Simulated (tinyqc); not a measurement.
Thermal, flicker and telegraph noise of a field-effect transistor: one step, computed by the program tinyqc. Command: `OMP_NUM_THREADS=1 python tinyqc.py 3004453 3004454 out.jsonl noise walk`. One thread of a shared host (Intel(R) Xeon(R) Processor @ 2.30GHz), about 0.01 s of CPU time with the checks.

Strong inversion, threshold roll-off and channel-length modulation left out; noise sources are uncorrelated and are given as one-sided spectral densities.

Task: Operating point. C_ox = 3.9 eps_0/t; V_c = 2 v_s L/mu; I = W C_ox v_s V_ov^2/(V_ov + V_c); g_m = W C_ox v_s V_ov (V_ov + 2 V_c)/(V_ov + V_c)^2; g_d0 = mu C_ox (W/L) V_ov.

Inputs (values chosen for the exercise, modelled on a high-k silicon transistor):

| quantity | value | unit |
|---|---|---|
| width W | 500 | micrometre |
| length L | 2600 | nm |
| electrical oxide thickness t | 2.1 | nm |
| mobility mu | 300 | cm^2/(V s) |
| saturation velocity v_s | 0.82 | 1e7 cm/s |
| overdrive V_ov | 0.37 | V |

Operating region: saturation. Flicker model: number fluctuation.

Constants: eps_0 = 8.8541878128e-12 F/m.

Give: C_ox; drain current I; g_m; g_d0.

Result:

C_ox = 1.644 microfarad/cm^2

drain current I = 6329 microampere

g_m = 33776 microsiemens

g_d0 = 35101 microsiemens
